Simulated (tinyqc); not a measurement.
Strain-driven roughening and islands of a mismatched epitaxial film: one step, computed by the program tinyqc.

Film and substrate share isotropic elastic constants; the film is coherent and biaxially strained.

Problem. Which shape at the volume V. Shallow faceted island (Tersoff form): E = 4 Gam V^(2/3) tan^(1/3)(theta) - 6 c V tan(theta), Gam = gamma [x/sin(theta) - 1/tan(theta)], x the facet energy over gamma, c = stress^2 (1 - nu)/(2 pi G). The two energies cross at V_x^(1/3) = 4 [Gam_2 t2^(1/3) - Gam_1 t1^(1/3)]/(6 c (t2 - t1)), t = tan(theta); mu = dE/dV.

Inputs (values chosen for the exercise, for a model film):
```
quantity,value,unit
shear modulus G,49.5,GPa
Poisson ratio nu,0.23,-
surface energy gamma,1,J/m^2
contact angle of the shallow shape theta_1,11,degrees
contact angle of the steep shape theta_2,25.7,degrees
facet energy of shape 1 over gamma,1.006,-
facet energy of shape 2 over gamma,0.9846,-
island volume V,1300,nm^3
```

stress = 2.308886 GPa

Gam of shape 2 = 0.1926006 J/m^2

Gam of shape 1 = 0.1277341 J/m^2

c = 0.01319807 GPa

Constants: e = 1.602176634e-19 C.

Give: E of shape 1; E of shape 2; crossing volume V_x; jump of mu at V_x, shape 2 less shape 1.

Solution.

E of shape 1 = 95.15 eV

E of shape 2 = 139.6 eV

crossing volume V_x = 2486 nm^3

jump of mu at V_x, shape 2 less shape 1 = -7.573 MJ/m^3

At V the shallow shape is lower, though both lie above the flat film. At V_x the chemical potential drops, so islands that have turned steep grow at the cost of the shallow ones. Caution: the shallow-slope form overstates the relaxation of facets steeper than about 25 degrees.
